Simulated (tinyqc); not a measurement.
Inter-valley coupling by envelope functions against a chain of atomic planes, step by step. Values are carried at full precision from step to step, so a last printed digit may differ when a step is redone from the rounded ones.

Chain: E(phi) = e0 + 2 v cos(phi) + 2 u cos(2 phi), cos(phi0) = -v/(4u), e0 = 2u + v^2/(4u); plane j = 0, 1, ... has the potential V_j = dE x_j + F (j - 30) a/4 (1 MV/m = 1e-4 V/angstrom). There are 30 barrier planes a side; with y = j - 29.5, x_j = xb (f(y) + f(Nw - y)), f(y) = 1/(1 + exp(y/L)), plus any Ge added in the well. The valley splitting is the spacing of the two lowest levels. Envelope theory: F_j solves a one-valley chain with hopping -b and diagonal 2b + V_j, b = 4u sin^2(phi0), sum F_j^2 = 1; the valleys couple by Dv = sum_j F_j^2 V_j exp(-2 i phi0 j) and split by 2|Dv|.

Constants: hbar^2/2m0 = 3.80998211 eV angstrom^2.

Parameters, chosen for this exercise (near those of the Delta valleys of silicon in a SiGe well; shifted at random, so the results belong to these values and not to a real crystal): a = 5.431 angstrom (lattice constant; planes lie a/4 apart); u = 0.615 eV (second-neighbour hopping); v = 0.718 eV (nearest hopping); Nw = 48 (planes in the well); L = 0.75 planes (interface width); xb = 0.22 (Ge fraction of the barriers); dE = 0.51 eV (offset per unit Ge fraction); F = 5 MV/m (field); js = 57 (plane j of a Ge spike (the well starts at j = 30)); xs = 0.13 (Ge fraction added on that plane).

## Valley phase, mass and the wavelengths that couple the valleys

phi0; b = 4u sin^2(phi0); mass m/m0 = c/(b (a/4)^2), c = hbar^2/2m0. A potential couples the valleys if its phase advances by 2 phi0 a plane, or, since only whole planes count, by 2 pi - 2 phi0: periods pi/phi0 and pi/(pi - phi0) planes.

phi0 = 1.86698 rad
b = 2.25044 eV
mass = 0.9184 m0

periods (planes): pi/phi0 1.6827, pi/(pi - phi0) 2.4647

longer period = 3.3465 angstrom

## The smooth well

Lowest doublet of the chain and the envelope result.

level (meV): chain 20.656, envelope 20.686

splitting (micro-eV): chain 16.6, envelope 16.5

planes covered, 1/sum F^4 = 33.95
largest F_j^2 = 0.04076

The levels agree within 0.03 meV. A graded interface has little Fourier weight at 2 phi0, so the splitting is a small remainder of cancelling terms; the envelope value is 0.99 times that of the chain.

## One plane of added Ge, to first order

F_j^2 of the smooth well on that plane = 0.02198

F_j is the envelope on plane j (sum F_j^2 = 1) and Dv the coupling of the two valleys, which split by 2|Dv|. A single plane has Fourier weight at all wavelengths: it adds dE xs F_j^2 to |Dv|, so the splitting is about 2 dE xs F_j^2 if this term rules, and the mean of the doublet rises by dE xs F_j^2.

splitting = 2914 micro-eV
rise of the mean level = 1.457 meV

The chain with the spike gives 2263 micro-eV and a rise of 1.132 meV; the envelope solved with the spike gives 2231. First order is +29 % off: the state draws back from the spike, which the envelope solved anew includes.

## Checks

- Splitting with a weak spike (0.02) on plane j = 46 from the envelope against the chain (micro-eV): 809 against 810.

Run: tinyqc, `OMP_NUM_THREADS=1 python tinyqc.py 1480766 1480767 out.jsonl`; Intel(R) Xeon(R) Processor @ 2.30GHz, one thread, shared host; about 0.05 s of CPU time with all checks.
